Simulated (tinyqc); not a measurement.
From log10 of the lifetime in s back to oxide field F: bias-temperature instability from a Gaussian distribution of capture and emission barriers. Computed by tinyqc, a small Python program. Command: `OMP_NUM_THREADS=1 python tinyqc.py 3026891 3026892 out.jsonl bti inv`. One thread of a shared host (Intel(R) Xeon(R) Processor @ 2.30GHz), about 0.05 s of CPU time with the checks.

Each trap has a capture time tau_0 exp(E_c/(k_B T)) under stress and an emission time tau_0 exp(E_e/(k_B T)) after it. E_c is Gaussian, and E_e = E_c + d with d Gaussian and independent. A trap counts as filled once t_s exceeds its capture time and as emptied once t_r exceeds its emission time.

Inputs (values chosen for the exercise, for a model p-channel transistor):
```
quantity                                 value        unit
shift with all traps filled V_max          180          mV
mean capture barrier at zero field mu_c   1.64          eV
spread of capture barriers sigma_c        0.29          eV
lowering of mu_c per field k_F           0.036  eV/(MV/cm)
time constant tau_0                      2e-10           s
temperature T                              125           C
stress time t_s                           5000           s
failure criterion                           50          mV
```

Constants: k_B = 8.617333262e-05 eV/K.

Method:
- Demarcation energies E_s = k_B T ln(t_s/tau_0), E_r = k_B T ln(t_r/tau_0); mean barrier mu = mu_c - k_F F; z = (E_s - mu)/sigma_c; Phi is the standard normal distribution.
- Temperatures in kelvin are T(C) + 273.15.
- Shift without recovery dV0 = V_max Phi(z); local time exponent n = d ln dV0/d ln t_s = (k_B T/sigma_c) exp(-z^2/2)/(sqrt(2 pi) Phi(z)); apparent activation energy n E_s.
- Solve V_max Phi(z) = criterion for t_s; the power-law extrapolation from the stress point is t_s (criterion/dV0)^(1/n); 1 year = 3.15576e7 s.

Task: A run gave the result below. Find the oxide field F, known to lie between 2.3 and 6.8 MV/cm.

log10 of the lifetime in s = 6.812488

Result:

Each step takes the trial c = (a f_b - b f_a)/(f_b - f_a), f being the result less the target and a, b, c the logarithms of the listed values; c replaces end b, the old b replaces a if the sign of f changed, and otherwise f_a is halved.

Scan of the range:
```
oxide field F (MV/cm)  log10 of the lifetime in s
2.30                                      7.84827
2.76                                      7.63865
3.30                                      7.39258
3.95                                      7.09638
4.74                                      6.73639
5.68                                      6.30804
6.80                                      5.79767
```

False position (Illinois rule, in the logarithm of the input) inside the bracket:
```
step    end a    end b    trial  log10 of the lifetime in s
1     3.95000  4.74000  4.56079                     6.81805
2     4.74000  4.56079  4.57278                     6.81259
3     4.74000  4.57278  4.57321                     6.81239
4     4.57278  4.57321  4.57300                     6.81249
```

log10 of the lifetime in s falls at every point of a 13-point scan of the range (every second point is shown), so one value fits; it is bracketed by 3.95 and 4.74. The scan shows a straight line, so linear interpolation between any two rows gives the answer at once. Answer: oxide field F = 4.573 MV/cm.
